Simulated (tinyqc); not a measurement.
Frequency dispersion of an accumulation capacitance by border traps, distributed model: one step of the calculation.

Traps spread evenly through the insulator exchange electrons with the semiconductor by tunnelling, with tau(x) = t0 exp(2 ka x) at depth x from the interface. The admittance per area Y seen at depth x obeys dY/dx = -Y^2/(i w eps0 eox) + q Nb ln(1 + i w tau)/tau, with Y(0) = i w Cs and w = 2 pi f; the gate sees Y(tox) = G + i w C. Working variable y = Y/(i w), in uF/cm^2. Cox = eps0 eox/tox.

Task. Midpoint steps through the active depth. In terms of y: dy/dx = -y^2/(eps0 eox) + s(x), s = q Nb ln(1 + z)/z, z = i w tau. 8 midpoint steps of h = xe/8: y_half = y + (h/2) y'(x, y), y(new) = y + h y'(x + h/2, y_half).

Parameters, values chosen for the exercise; permittivity close to that of hafnium oxide:
- eox = 18.9 (relative permittivity of the insulator)
- Cs = 4.6 uF/cm^2 (semiconductor capacitance in accumulation)
- Nb = 1.1e19 cm^-3 eV^-1 (density of border traps)
- ka = 5.2 1/nm (decay constant of the wave function in the insulator)
- t0 = 6e-10 s (time constant of a trap at the interface)
- f = 100 Hz (frequency)
- xe = 1.9 nm (depth down to which the steps are taken)

Constants: q = 1.602176634e-19 C, eps0 = 8.8541878128e-14 F/cm where lengths are in cm. Results are converted to the units shown.

Give: x; s; y.

Result.

```
point  x (nm)  s (uF/(cm^2 nm))   y (uF/cm^2)
0           0    0.1762+0.0000i  4.600+0.000i
1      0.2375    0.1762+0.0000i  4.358+0.000i
2      0.4750    0.1762+0.0000i  4.144+0.000i
3      0.7125    0.1762-0.0001i  3.954+0.000i
4      0.9500    0.1762-0.0006i  3.784+0.000i
5       1.188    0.1758-0.0076i  3.631-0.001i
6       1.425    0.1369-0.0619i  3.492-0.006i
7       1.663    0.0216-0.0362i  3.341-0.021i
8       1.900    0.0019-0.0061i  3.192-0.022i
```

Program tinyqc, `OMP_NUM_THREADS=1 python tinyqc.py 2202157 2202158 out.jsonl`; Intel Xeon 2.30GHz, shared host, one thread, about 0.5 s.
